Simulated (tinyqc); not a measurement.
Junction parameters from two forward currents.

Inverse problem. D(v) = J1 (exp(v/Vt) - 1) + J2 (exp(v/(2 Vt)) - 1). Find J1, J2 and the voltage 2 Vt ln(J2/J1) near which both parts are equal.

Inputs (values chosen for the exercise):
```
symbol  value  unit      meaning
T         300     K  temperature
```

Constants: q = 1.602176634e-19 C, kB = 1.380649e-23 J/K, Vt = kB T/q. Results are converted to the units shown.

junction voltages (V): 0.32  0.67
currents (uA/um): 1.3086352e-6  0.071298470

Answer. The current is linear in J1 and J2, so two points give two equations.

J1 = 3.90e-13 uA/um
J2 = 2.50e-9 uA/um
crossover = 0.453 V

Program tinyqc, `OMP_NUM_THREADS=1 python tinyqc.py 2182048 2182049 out.jsonl`; Intel Xeon 2.30GHz, shared host, one thread, about 0.2 s.
